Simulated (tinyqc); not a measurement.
Front-illuminated p-i-n photodiode, quantum efficiency and bandwidth: two steps of the calculation.

Light enters through a p layer (0 to xp), a depleted layer (xp to xp + wi) and a thick n substrate, decaying as exp(-al x); one pass, no back reflection. Carriers made in the depleted layer are all collected; those in the neutral layers diffuse.

Values chosen for this exercise; values close to those of silicon at this wavelength:
- lam = 650 nm (wavelength)
- al = 3180 1/cm (absorption coefficient)
- Rf = 0.05 (reflectance of the front face)
- eps_r = 12.2 (relative permittivity)
- xp = 0.12 um (thickness of the front p layer)
- wi = 6.1 um (thickness of the depleted layer)
- Dn = 10 cm^2/s (electron diffusion coefficient in the p layer)
- Ln = 0.37 um (electron diffusion length in the p layer)
- S = 9000 cm/s (recombination velocity of the front surface)
- Lp = 1.9 um (hole diffusion length in the thick n substrate)
- ve = 9.74e6 cm/s (electron drift velocity)
- vh = 7.07e6 cm/s (hole drift velocity)
- dia = 79 um (diameter)
- RL = 50 ohm (load resistance)
- Cp = 20 fF (parasitic capacitance)
- f = 5.5 GHz (modulation frequency)

Constants: q = 1.602176634e-19 C, h = 6.62607015e-34 J s, c = 299792458 m/s, eps0 = 8.8541878128e-14 F/cm where lengths are in cm. Results are converted to the units shown.

Problem 1. Quantum efficiency. k = al Ln, s = S Ln/Dn, e = exp(-al xp); front layer f1 = (k/(k^2 - 1)) {[s + k - e (s cosh(xp/Ln) + sinh(xp/Ln))]/[s sinh(xp/Ln) + cosh(xp/Ln)] - k e}; depleted layer f2 = e (1 - exp(-al wi)); substrate f3 = e exp(-al wi) al Lp/(1 + al Lp); external efficiency (1 - Rf)(f1 + f2 + f3); responsivity = efficiency q lam/(h c).

Wanted: s; f1; f2; f3; external efficiency; responsivity.

Solution 1.

s = 0.033300
f1 = 0.035992
f2 = 0.82421
f3 = 0.052108
external efficiency = 0.86669
responsivity = 0.45437 A/W

The front layer absorbs 3.74 % of the light that enters and collects 96.1 % of that. Diffusion from the neutral layers makes up 9.66 % of the current.

Problem 2. Response at one frequency. Drift response for pairs made in the depleted layer, a = al wi, g = 1 - exp(-a), u = 2 pi i f, te = wi/ve, th = wi/vh: electrons He = [g - a (exp(-a) - exp(-u te))/(u te - a)]/(u te g), holes Hh = [g - a (1 - exp(-a - u th))/(a + u th)]/(u th g); C = eps0 eps_r pi (dia/2)^2/wi + Cp; total |He + Hh|/sqrt(1 + (2 pi f RL C)^2), for the current of the depleted layer alone.

Wanted: te; th; He; Hh; |He + Hh|; C; total response.

Solution 2.

te = 62.628 ps
th = 86.280 ps
He = 0.38781-0.40870i
Hh = 0.20178-0.19828i
|He + Hh| = 0.84619
C = 106.80 fF
total response = 0.83214

The drift response alone falls to 1/sqrt(2) at 7.89 GHz and the RC term alone at 29.8 GHz; together they give 7.53 GHz for this part of the current; the diffusion currents, left out, respond on their own time scales.

Numbers from tinyqc (`OMP_NUM_THREADS=1 python tinyqc.py 2250135 2250136 out.jsonl`; about 0.01 s on one thread of a shared Intel Xeon 2.30GHz).
